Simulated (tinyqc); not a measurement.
On-chip interconnect, size-dependent resistivity and RC delay: one step of the calculation.

A rectangular line between two neighbours and two ground planes. Surface and grain-boundary scattering are added to the bulk resistivity as corrections; capacitances are parallel-plate values without fringing; inductance is ignored.

Problem. Node voltages after a time step. A 1 V step is applied behind Rd at t = 0. C dv/dt = -G v + b, with G the conductance matrix of the ladder (1/Rs between neighbours, 1/Rd added at node 0) and b = (1 V/Rd, 0, ...). Backward Euler step: (C/dt + G) v(new) = (C/dt) v + b.

Values chosen for this exercise: driver resistance Rd = 650 ohm; time step dt = 3 ps.

Rs = 3779.0402 ohm
C, node 0 to 4 (fF): [0.13096727, 0.26193454, 0.26193454, 0.26193454, 0.98096727]
v at t = 0, node 0 to 4 (V): [0, 0, 0, 0, 0]

Wanted: v at t = 1 dt.

Solution.

v at t = 1 dt, node 0 to 4 (V): [0.9063, 0.5109, 0.2840, 0.1508, 0.0675]

Range of the model: The metal width is under the mean free path, where the thick-limit surface term and the simple sum of corrections lose accuracy.

Computed by the program tinyqc: `OMP_NUM_THREADS=1 python tinyqc.py 2100166 2100167 out.jsonl`, one thread of a shared Intel Xeon 2.30GHz, about 0.01 s for the whole run.
